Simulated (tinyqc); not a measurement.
Inside a calculation. Method: Pariser-Parr-Pople SCF with singles CI, for the molecule O=Cc1[cH-]ccn1 (SMILES; centres numbered as the heavy atoms are written). One step of it, computed by the program tinyqc.

Question. PPP integrals. Ohno: gamma = 14.399645/sqrt(R^2 + a^2), a = 2 x 14.399645/(gamma_rr + gamma_ss); H_rr = -W_r - sum_(s != r) z_s gamma_rs; H_rs = beta for bonds.

Centres (angstrom, eV; a flat drawing with bonds scaled to 1.40 angstrom):
```
centre,x,y,core charge z,W,gamma_rr
1O,-2.628000,0.423000,1,17.700000,15.200000
2C,-1.659000,-0.587000,1,11.160000,11.130000
3C,-0.299000,-0.252000,1,11.160000,11.130000
4C,0.771000,-1.155000,1,11.160000,11.130000
5C,1.960000,-0.417000,1,11.160000,11.130000
6C,1.626000,0.943000,1,11.160000,11.130000
7N,0.229000,1.044000,1,14.100000,12.300000
```

Resonance integrals (eV):
```
i,j,beta
1,2,-2.510000
2,3,-2.390000
3,4,-2.390000
4,5,-2.390000
5,6,-2.390000
6,7,-2.510000
7,3,-2.510000
```

Give: repulsion gamma_rs; core matrix H.

Answer.

repulsion gamma_rs (eV):
```
,1O,2C,3C,4C,5C,6C,7N
1O,15.2000,8.1063,5.4132,3.6886,3.0057,3.2556,4.6367
2C,8.1063,11.1300,7.5520,5.1227,3.7430,3.7423,5.1773
3C,5.4132,7.5520,11.1300,7.5535,5.5203,5.5190,7.7310
4C,3.6886,5.1227,7.5535,11.1300,7.5556,5.5194,5.5881
5C,3.0057,3.7430,5.5203,7.5556,11.1300,7.5527,5.5874
6C,3.2556,3.7423,5.5190,5.5194,7.5527,11.1300,7.7272
7N,4.6367,5.1773,7.7310,5.5881,5.5874,7.7272,12.3000
```

core matrix H (eV):
```
,1O,2C,3C,4C,5C,6C,7N
1O,-45.8060,-2.5100,0.0000,0.0000,0.0000,0.0000,0.0000
2C,-2.5100,-44.6036,-2.3900,0.0000,0.0000,0.0000,0.0000
3C,0.0000,-2.3900,-50.4490,-2.3900,0.0000,0.0000,-2.5100
4C,0.0000,0.0000,-2.3900,-46.1879,-2.3900,0.0000,0.0000
5C,0.0000,0.0000,0.0000,-2.3900,-44.1247,-2.3900,0.0000
6C,0.0000,0.0000,0.0000,0.0000,-2.3900,-44.4761,-2.5100
7N,0.0000,0.0000,-2.5100,0.0000,0.0000,-2.5100,-50.5476
```
